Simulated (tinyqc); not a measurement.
## n-type polysilicon, carrier trapping at grain boundaries: effect of the doping

One-dimensional grains of size Lg, uniform ionised doping N, monovalent traps Qt at each boundary at a depth Et below (for electrons) or above (for holes) the band edge there, abrupt depletion of width W on each side of a boundary, Boltzmann statistics. xi is the distance from the band edge at the grain centre to the Fermi level. Trapped charge Qt/(1 + exp((xi + VB - Et)/Vt)) = 2 N W, barrier VB = q N W^2/(2 eps0 eps_r).

If the trap equation with xi = Vt ln(NB/N) has a root W < Lg/2, the grain is partly depleted; otherwise W = Lg/2 and the trap equation gives xi = Et - VB + Vt ln(Qt/(N Lg) - 1). N* = Qt/Lg. n0 = NB exp(-xi/Vt); mean density n0 (1 - 2 W/Lg) by charge balance in a partly depleted grain, and n0 (sqrt(pi)/2) erf(u)/u with u = sqrt(VB/Vt) in a fully depleted one; v = sqrt(kB T/(2 pi ms m0)); barrier resistivity Vt exp(VB/Vt)/(q fe n0 v Lg); grain resistivity (1 - 2 W/Lg)/(q n0 mug); effective mobility 1/(q mean density total resistivity). Rows with xi above 0.45 V, towards mid-gap, are left out, since the other carrier type is ignored.

Values chosen for this exercise; values of the order met in polycrystalline silicon: temperature T = 250 K; relative permittivity eps_r = 11.7; conduction-band density of states at T NB = 2.13e19 cm^-3; grain size Lg = 39 nm; trap density of a grain boundary Qt = 3.4e12 cm^-2; depth of the trap level from the majority band edge at the boundary Et = 0.33 eV; mass for thermionic emission ms = 0.41 m0; correction factor of the emission rate fe = 1; mobility inside the grains mug = 82 cm^2/(V s).

Constants: q = 1.602176634e-19 C, kB = 1.380649e-23 J/K, m0 = 9.1093837015e-31 kg, Vt = kB T/q, eps0 = 8.8541878128e-14 F/cm where lengths are in cm. Results are converted to the units shown.

Effect of the doping:

| N (cm^-3) | N/N* | depleted share 2 W/Lg | VB (V) | xi (V) | mean density (cm^-3) | resistivity (ohm cm) | effective mobility (cm^2/(V s)) |
|---|---|---|---|---|---|---|---|
| 4.4e16 | 0.05047 | 1.000 | 0.01294 | 0.3803 | 3.819e11 | 3.567e4 | 458.1 |
| 7.6e16 | 0.08718 | 1.000 | 0.02235 | 0.3582 | 9.452e11 | 1.985e4 | 332.6 |
| 1.3e17 | 0.1491 | 1.000 | 0.03823 | 0.3293 | 3.065e12 | 1.082e4 | 188.2 |
| 2.3e17 | 0.2638 | 1.000 | 0.06763 | 0.2845 | 1.938e13 | 5291 | 60.87 |
| 4e17 | 0.4588 | 1.000 | 0.1176 | 0.2159 | 3.579e14 | 2237 | 7.797 |
| 7e17 | 0.8029 | 1.000 | 0.2058 | 0.09390 | 7.813e16 | 465.4 | 0.1717 |
| 1.2e18 | 1.376 | 0.7144 | 0.1801 | 0.06197 | 3.427e17 | 32.03 | 0.5687 |
| 2.1e18 | 2.409 | 0.4150 | 0.1064 | 0.04991 | 1.228e18 | 0.6176 | 8.227 |
| 3.7e18 | 4.244 | 0.2356 | 0.06040 | 0.03771 | 2.828e18 | 0.05582 | 39.53 |
| 6.4e18 | 7.341 | 0.1362 | 0.03492 | 0.02590 | 5.528e18 | 0.01738 | 64.97 |

What does the comparison show, and why?

As N goes from 4.4e16 to 6.4e18, VB goes from 0.0129 through a maximum of 0.206 (at N = 7e17 among the rows listed) to 0.0349 V, the resistivity falls from 35700 to 0.0174 ohm cm and the effective mobility goes from 458 through a minimum of 0.172 (at N = 7e17 among the rows listed) to 65.0 cm^2/(V s). The steepest fall of the resistivity among the rows, as N^(-7.1), lies between N = 1.2e18 and 2.1e18 cm^-3; N* = 8.72e17 cm^-3. While the grain is fully depleted VB grows as N; once the traps are full it falls as 1/N. For N = 2.1e18, 3.7e18, 6.4e18 xi is under 2.5 Vt, where Boltzmann statistics begin to fail. For N = 4.4e16 VB is below Vt, where abrupt depletion and thermionic emission are rough. For N = 7e17 the grain is near the changeover between partial and full depletion, within a few Debye lengths, where both limits are rough. For N = 4.4e16, 7.6e16, 1.3e17 the effective mobility exceeds mug, since drift through the depleted part of the grain is left out.

tinyqc, about 0.01 s, one thread, Intel Xeon 2.30GHz (shared host): `OMP_NUM_THREADS=1 python tinyqc.py 2830188 2830189 out.jsonl`
